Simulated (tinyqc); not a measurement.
Worked calculation (part 2 of 2): RKS/B3LYP (VWN-RPA form) in the 6-311g basis, for H2, spin multiplicity 1. Computed by tinyqc, a small Python program that keeps every step (integrals from PySCF). Command: `OMP_NUM_THREADS=1 python tinyqc.py 23423 23424 out.jsonl` (the two numbers bound the seeds that draw the settings). One thread of a shared host (Intel(R) Xeon(R) Processor @ 2.60GHz), about 0.2 s of CPU time with the checks.

Geometry (angstrom):
```
atom        x        y        z
H     0.00000  0.00000  0.00000
H     0.00000  0.00000  0.93000
```

## Iteration 7 (converged): orbitals

converged F (hartree), order 1H 1s, 1H 2s, 1H 3s, 2H 1s, 2H 2s, 2H 3s:
$$\begin{pmatrix}
0.50146 & -0.33746 & -0.33777 & -0.27713 & -0.30475 & -0.28101 \\
-0.33746 & -0.22763 & -0.26791 & -0.30475 & -0.29486 & -0.26547 \\
-0.33777 & -0.26791 & -0.19879 & -0.28101 & -0.26547 & -0.20721 \\
-0.27713 & -0.30475 & -0.28101 & 0.50146 & -0.33746 & -0.33777 \\
-0.30475 & -0.29486 & -0.26547 & -0.33746 & -0.22763 & -0.26791 \\
-0.28101 & -0.26547 & -0.20721 & -0.33777 & -0.26791 & -0.19879
\end{pmatrix}$$

X, order 1H 1s, 1H 2s, 1H 3s, 2H 1s, 2H 2s, 2H 3s:
$$\begin{pmatrix}
1.37631 & -0.75502 & 0.21451 & 0.04084 & -0.00830 & -0.04012 \\
-0.75502 & 2.24449 & -1.07679 & -0.00830 & -0.44176 & 0.29719 \\
0.21451 & -1.07679 & 2.44359 & -0.04012 & 0.29719 & -1.25875 \\
0.04084 & -0.00830 & -0.04012 & 1.37631 & -0.75502 & 0.21451 \\
-0.00830 & -0.44176 & 0.29719 & -0.75502 & 2.24449 & -1.07679 \\
-0.04012 & 0.29719 & -1.25875 & 0.21451 & -1.07679 & 2.44359
\end{pmatrix}$$

Diagonalise F' = X^T F X, C = X C', fill 1 alpha and 1 beta electrons from the bottom; D = 2 C_occ C_occ^T. Each column has its largest component positive (the first on a tie).

F' = X^T F X (hartree):
$$\begin{pmatrix}
1.40674 & -1.07074 & 0.04198 & -0.04745 & -0.13170 & -0.08923 \\
-1.07074 & 0.84206 & -0.33568 & -0.13170 & -0.12589 & 0.01138 \\
0.04198 & -0.33568 & 0.12857 & -0.08923 & 0.01138 & -0.10498 \\
-0.04745 & -0.13170 & -0.08923 & 1.40674 & -1.07074 & 0.04198 \\
-0.13170 & -0.12589 & 0.01138 & -1.07074 & 0.84206 & -0.33568 \\
-0.08923 & 0.01138 & -0.10498 & 0.04198 & -0.33568 & 0.12857
\end{pmatrix}$$

orbital energies (hartree): MO1 -0.40307, MO2 0.01821, MO3 0.20826, MO4 0.40589, MO5 2.23159, MO6 2.29386

coefficients C, order 1H 1s, 1H 2s, 1H 3s, 2H 1s, 2H 2s, 2H 3s:
$$\begin{pmatrix}
0.18195 & 0.12250 & -0.07297 & -0.12831 & -1.08235 & -1.12794 \\
0.29150 & 0.21465 & -0.76305 & -1.33643 & 1.73163 & 1.24615 \\
0.16039 & 1.45168 & 0.86613 & 2.09717 & -1.15085 & -0.49510 \\
0.18195 & -0.12250 & -0.07297 & 0.12831 & 1.08235 & -1.12794 \\
0.29150 & -0.21465 & -0.76305 & 1.33643 & -1.73163 & 1.24615 \\
0.16039 & -1.45168 & 0.86613 & -2.09717 & 1.15085 & -0.49510
\end{pmatrix}$$

D after iteration 7, order 1H 1s, 1H 2s, 1H 3s, 2H 1s, 2H 2s, 2H 3s:
$$\begin{pmatrix}
0.06621 & 0.10608 & 0.05837 & 0.06621 & 0.10608 & 0.05837 \\
0.10608 & 0.16995 & 0.09351 & 0.10608 & 0.16995 & 0.09351 \\
0.05837 & 0.09351 & 0.05145 & 0.05837 & 0.09351 & 0.05145 \\
0.06621 & 0.10608 & 0.05837 & 0.06621 & 0.10608 & 0.05837 \\
0.10608 & 0.16995 & 0.09351 & 0.10608 & 0.16995 & 0.09351 \\
0.05837 & 0.09351 & 0.05145 & 0.05837 & 0.09351 & 0.05145
\end{pmatrix}$$

## Convergence

Stop when the energy changes by less than 1e-08 hartree and every element of the error matrix X^T (F D S - S D F) X is below 3e-05.

Course of the cycle:
```
iteration  E (hartree)     change  largest element of the error matrix
1            4.0015162          -                             1.04e-01
2           -1.1224840  -5.12e+00                             8.29e-02
3           -1.1601745  -3.77e-02                             1.24e-02
4           -1.1605911  -4.17e-04                             1.49e-03
5           -1.1605998  -8.71e-06                             2.37e-04
6           -1.1606000  -1.91e-07                             3.44e-05
7           -1.1606000  -4.21e-09                             5.16e-06
```

PySCF RKS in the same basis, fine grid = -1.1605874 hartree

Converged in 7 iterations. The coarse grid moves the energy by -1.26e-05 hartree.

## Populations, bond orders and dipole

overlap S, order 1H 1s, 1H 2s, 1H 3s, 2H 1s, 2H 2s, 2H 3s:
$$\begin{pmatrix}
1.00000 & 0.70638 & 0.37366 & 0.13364 & 0.31762 & 0.27876 \\
0.70638 & 1.00000 & 0.78896 & 0.31762 & 0.60459 & 0.61984 \\
0.37366 & 0.78896 & 1.00000 & 0.27876 & 0.61984 & 0.85328 \\
0.13364 & 0.31762 & 0.27876 & 1.00000 & 0.70638 & 0.37366 \\
0.31762 & 0.60459 & 0.61984 & 0.70638 & 1.00000 & 0.78896 \\
0.27876 & 0.61984 & 0.85328 & 0.37366 & 0.78896 & 1.00000
\end{pmatrix}$$

Mulliken: Z minus the diagonal of D S on the atom; Loewdin: the same with S^(1/2) D S^(1/2); Mayer order: 2 sum_s sum (D(s) S)_ij (D(s) S)_ji over the two atoms.

Charges (e):
```
atom  Mulliken  Loewdin
1H           0        0
2H           0        0
```

Mayer bond orders:
```
pair    order
2-1   1.00000
```

dipole moment about the origin, x y z (debye): [0.00000, 0.00000, 0.00000]
